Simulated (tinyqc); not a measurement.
Worked calculation: Pariser-Parr-Pople SCF with singles CI, for the molecule C1=CC2=CC=CC2=C1 (SMILES; centres numbered as the heavy atoms are written). One step of it, computed by the program tinyqc.

Problem. Iteration 1: Fock matrix. F_rr = H_rr + P_rr gamma_rr / 2 + sum_(s != r) P_ss gamma_rs; F_rs = H_rs - P_rs gamma_rs / 2; E = tr P (H + F) / 2 + core repulsion sum_(r<s) z_r z_s gamma_rs.

P at the start, order 1C, 2C, 3C, 4C, 5C, 6C, 7C, 8C:
```
[[0.814854, 0.681973, -0.122327, -0.000798, 0.074946, -0.000798, -0.122327, 0.681973],
 [0.681973, 0.734163, 0.383740, 0.104117, -0.000798, -0.152106, -0.233629, 0.477941],
 [-0.122327, 0.383740, 1.716820, 0.383740, -0.122327, -0.233629, 0.229265, -0.233629],
 [-0.000798, 0.104117, 0.383740, 0.734163, 0.681973, 0.477941, -0.233629, -0.152106],
 [0.074946, -0.000798, -0.122327, 0.681973, 0.814854, 0.681973, -0.122327, -0.000798],
 [-0.000798, -0.152106, -0.233629, 0.477941, 0.681973, 0.734163, 0.383740, 0.104117],
 [-0.122327, -0.233629, 0.229265, -0.233629, -0.122327, 0.383740, 1.716820, 0.383740],
 [0.681973, 0.477941, -0.233629, -0.152106, -0.000798, 0.104117, 0.383740, 0.734163]]
```

core matrix H (eV), order 1C, 2C, 3C, 4C, 5C, 6C, 7C, 8C:
```
[[-47.918643, -2.390000, 0.000000, 0.000000, 0.000000, 0.000000, 0.000000, -2.390000],
 [-2.390000, -49.739519, -2.390000, 0.000000, 0.000000, 0.000000, 0.000000, 0.000000],
 [0.000000, -2.390000, -55.904433, -2.390000, 0.000000, 0.000000, -2.390000, 0.000000],
 [0.000000, 0.000000, -2.390000, -49.739519, -2.390000, 0.000000, 0.000000, 0.000000],
 [0.000000, 0.000000, 0.000000, -2.390000, -47.918643, -2.390000, 0.000000, 0.000000],
 [0.000000, 0.000000, 0.000000, 0.000000, -2.390000, -49.739519, -2.390000, 0.000000],
 [0.000000, 0.000000, -2.390000, 0.000000, 0.000000, -2.390000, -55.904433, -2.390000],
 [-2.390000, 0.000000, 0.000000, 0.000000, 0.000000, 0.000000, -2.390000, -49.739519]]
```

repulsion gamma_rs (eV), order 1C, 2C, 3C, 4C, 5C, 6C, 7C, 8C:
```
[[11.130000, 7.552804, 5.520570, 3.705303, 3.201289, 3.705303, 5.520570, 7.552804],
 [7.552804, 11.130000, 7.554850, 4.865167, 3.705303, 3.863003, 5.519866, 5.518526],
 [5.520570, 7.554850, 11.130000, 7.554850, 5.520570, 5.519866, 7.553862, 5.519866],
 [3.705303, 4.865167, 7.554850, 11.130000, 7.552804, 5.518526, 5.519866, 3.863003],
 [3.201289, 3.705303, 5.520570, 7.552804, 11.130000, 7.552804, 5.520570, 3.705303],
 [3.705303, 3.863003, 5.519866, 5.518526, 7.552804, 11.130000, 7.554850, 4.865167],
 [5.520570, 5.519866, 7.553862, 5.519866, 5.520570, 7.554850, 11.130000, 7.554850],
 [7.552804, 5.518526, 5.519866, 3.863003, 3.705303, 4.865167, 7.554850, 11.130000]]
```

Centres (angstrom, eV; a flat drawing with bonds scaled to 1.40 angstrom):
```
centre          x          y  core charge z          W   gamma_rr
1C       2.154000   0.000000              1  11.160000  11.130000
2C       1.331000   1.133000              1  11.160000  11.130000
3C       0.000000   0.700000              1  11.160000  11.130000
4C      -1.331000   1.133000              1  11.160000  11.130000
5C      -2.154000   0.000000              1  11.160000  11.130000
6C      -1.331000  -1.133000              1  11.160000  11.130000
7C       0.000000  -0.700000              1  11.160000  11.130000
8C       1.331000  -1.133000              1  11.160000  11.130000
```

Give: F; pi energy.

Solution.

F (eV), order 1C, 2C, 3C, 4C, 5C, 6C, 7C, 8C:
```
[[-5.2892, -4.9654, 0.3377, 0.0015, -0.1200, 0.0015, 0.3377, -4.9654],
 [-4.9654, -3.5739, -3.8395, -0.2533, 0.0015, 0.2938, 0.6448, -1.3188],
 [0.3377, -3.8395, -5.1868, -3.8395, 0.3377, 0.6448, -3.2559, 0.6448],
 [0.0015, -0.2533, -3.8395, -3.5739, -4.9654, -1.3188, 0.6448, 0.2938],
 [-0.1200, 0.0015, 0.3377, -4.9654, -5.2892, -4.9654, 0.3377, 0.0015],
 [0.0015, 0.2938, 0.6448, -1.3188, -4.9654, -3.5739, -3.8395, -0.2533],
 [0.3377, 0.6448, -3.2559, 0.6448, 0.3377, -3.8395, -5.1868, -3.8395],
 [-4.9654, -1.3188, 0.6448, 0.2938, 0.0015, -0.2533, -3.8395, -3.5739]]
```

pi energy = -100.9594 eV
